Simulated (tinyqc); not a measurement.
Resistance of a tapered via with liner, size effect and interface: one step of the calculation.

A round via whose diameter grows from db at the bottom as D(z) = db + 2 z/tan(ang). The fill, of diameter D - 2 tl, starts above the bottom liner (thickness fb tl) and has rho = rho0 (1 + ks lam/(D - 2 tl)); the sidewall liner conducts in parallel with it. The bottom liner and the interface are crossed over the full area pi db^2/4. Spreading in the lines above and below is left out.

Problem. Slices of the via. Slices between z0 = fb tl and hv, evaluated at their midpoints: conductance per length pi/4 [(D - 2 tl)^2/rho + (D^2 - (D - 2 tl)^2)/rl], slice resistance = slice height over that. 6 slices.

Values chosen for this exercise; fill metal close to copper: diameter at the bottom db = 9.7 nm; height hv = 26 nm; sidewall angle ang = 89 degrees; bulk resistivity of the fill rho0 = 1.64 uohm cm; mean free path of the fill lam = 38.7 nm; size-effect factor ks = 1.3; liner on the sidewall tl = 1.8 nm; liner at the bottom over that on the sidewall fb = 1; resistivity of the liner rl = 200 uohm cm.

Wanted: z; D; rho; slice resistance.

Solution.

```
slice  z (nm)  D (nm)  rho (uohm cm)  slice resistance (ohm)
0      3.8167  9.8332         14.877                  17.703
1      7.8500  9.9740         14.584                  16.673
2      11.883  10.115         14.305                  15.722
3      15.917  10.256         14.037                  14.841
4      19.950  10.396         13.780                  14.025
5      23.983  10.537         13.534                  13.268
```

Computed by the program tinyqc: `OMP_NUM_THREADS=1 python tinyqc.py 2750011 2750012 out.jsonl`, one thread of a shared Intel Xeon 2.30GHz, about 0.01 s for the whole run.
